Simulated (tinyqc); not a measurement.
Worked calculation: Weaire-Thorpe hybrids on a Bethe lattice: gap and dangling bond of an amorphous tetrahedral solid. Values are carried at full precision from step to step, so a last printed digit may differ when a step is redone from the rounded ones.

Four sp3 hybrids an atom at energy 0, coupled by -V1 on the atom and by -V2 along a bond; the bonds form a tree (no rings). For any network the gap runs at least from -V2 + V1 to V2 - 3 V1, and p-like states pile up at -V2 + V1 and V2 + V1. On the tree the gap is wider: it ends at Ec = -V1 + sqrt(V2^2 + 4 V1^2 - 2 sqrt3 V1 V2), which makes it well wider than the gaps of the real glasses. A branch seen from a hybrid has the self-energy S = V2^2 g, where g is the Green function of the hybrid across the bond, whose three partners carry S themselves. With a = z - V1, b = a - S: g = 1/(a + V1 b/(b + 3 V1)), z = E + i eta. A full atom has G = (1/b)(b + 3 V1)/(b + 4 V1) per hybrid; a dangling hybrid with shift dh has G = 1/(1/g - dh).

Values chosen for the exercise (of the size of tabulated hybrid energies for amorphous germanium; the results hold for these values, not for the real material):
- V1 = 1.87 eV (coupling of two hybrids on one atom)
- V2 = 4.32 eV (coupling of the two hybrids of a bond)
- E = -5.04 eV (energy)
- eta = 0.03 eV (broadening)
- dh = -0.59 eV (shift of the dangling hybrid (rehybridisation))

## Edges

Bounds -V2 + V1 and V2 - 3 V1. On the tree the s-like bands are narrower: E = -V1 -/+ sqrt(V2^2 + 4 V1^2 + V1 V2 e) with e from -2 sqrt3 to 2 sqrt3 (for a crystal, -4 to 4), so the conduction edge is -V1 + sqrt(V2^2 + 4 V1^2 - 2 sqrt3 V1 V2).

edges (eV): Ev -2.4500, Ec(bound) -1.2900, Ec(tree) 0.2900

gaps (eV): (bound, reached in the crystal) 1.1600, (tree) 2.7400

The gap needs no periodicity, only V2 > 2 V1 (here V2/V1 = 2.310); leaving out rings widens it by 1.580 eV. Two parameters give the trend, not the value.

## The self-energy at one energy

S = V2^2 g is a quadratic A S^2 + B S + C = 0 with A = a + V1, B = -(a (a + 4 V1) + V2^2), C = V2^2 (a + 3 V1), a = z - V1. Of the two roots take the one with Im S < 0 (if both qualify, the decaying one, with the smaller |V1 V2 g/(b + 3 V1)|).

A, B, C: [-5.0400+0.0300i, -14.7228+0.1902i, -24.2611+0.5599i]

roots (eV): [-1.4446+1.6476i, -1.4768-1.6272i]

S = -1.4768-1.6272i eV

## Densities at that energy

With z = E + i eta, b = z - V1 - S: full atom G = (b + 3 V1)/(b (b + 4 V1)); g = S/V2^2; dangling hybrid 1/(1/g - dh); densities -Im G/pi.

G (1/eV): (bulk) -0.0525-0.0983i, (dangling with dh = 0) -0.0791-0.0872i, (dangling with dh) -0.0778-0.0957i
densities (1/eV): (bulk) 0.0313, (dangling with dh = 0) 0.0278, (dangling with dh) 0.0305

## The dangling-bond level

For eta = 0 the level solves 1/g(E) = dh inside the gap (bisection); its weight on the dangling hybrid is 1/(d(1/g)/dE), by central differences with step 1e-5 eV.

level = -0.2910 eV
above Ev = 2.1590 eV
weight on the dangling hybrid = 0.538

The level lies at 79 % of the gap of the tree; 46 % of it spreads over the back bonds.

## Checks

- Conduction edge from the formula against the zero of the discriminant: both 0.290000.
- S from the quadratic against damped iteration of S = V2^2 g: both -1.476750.

(tinyqc, `OMP_NUM_THREADS=1 python tinyqc.py 1481712 1481713 out.jsonl`, Intel(R) Xeon(R) Processor @ 2.30GHz, 1 thread, shared host, about 0.02 s.)
